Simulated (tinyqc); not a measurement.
RKS/B3LYP (VWN-RPA form) in the sto-3g basis, for H2, spin multiplicity 1, step by step. One step of it, computed by the program tinyqc.

Task: Iteration 1: building the Kohn-Sham matrix. J_ij = sum D_kl (ij|kl), K_ij = sum D_kl (ik|jl); F = H + J - 0.1 K + V_xc; E = tr D H + tr D J / 2 - 0.05 tr D K + E_xc + E_nn.

D at the start:
```
          1H 1s     2H 1s
1H 1s  0.952204  0.095024
2H 1s  0.095024  0.952204
```

core Hamiltonian H = T + V (hartree):
```
           1H 1s      2H 1s
1H 1s  -0.984475  -0.693308
2H 1s  -0.693308  -0.984475
```

Two-electron integrals (ij|kl) in chemists' order, unique and non-zero (hartree):
```
(11|11) 0.774606   (21|11) 0.314422   (21|21) 0.162480   (22|11) 0.481639
(22|21) 0.314422   (22|22) 0.774606
```

nuclear repulsion = 0.53506290 hartree

V_xc (hartree):
```
           1H 1s      2H 1s
1H 1s  -0.367911  -0.173956
2H 1s  -0.173956  -0.367911
```

E_xc = sum of w rho eps_xc = -0.57574395 hartree

Give: Coulomb J; exchange K; Kohn-Sham matrix F; total energy of this density.

Result:

Coulomb J (hartree):
```
        1H 1s   2H 1s
1H 1s  1.2560  0.6297
2H 1s  0.6297  1.2560
```

exchange K (hartree):
```
        1H 1s   2H 1s
1H 1s  0.9521  0.6600
2H 1s  0.6600  0.9521
```

Kohn-Sham matrix F (hartree):
```
         1H 1s    2H 1s
1H 1s  -0.1916  -0.3036
2H 1s  -0.3036  -0.1916
```

total energy of this density = -0.888450 hartree

This density is the starting one; it is not idempotent, so its energy is not variational and may lie below the converged one.
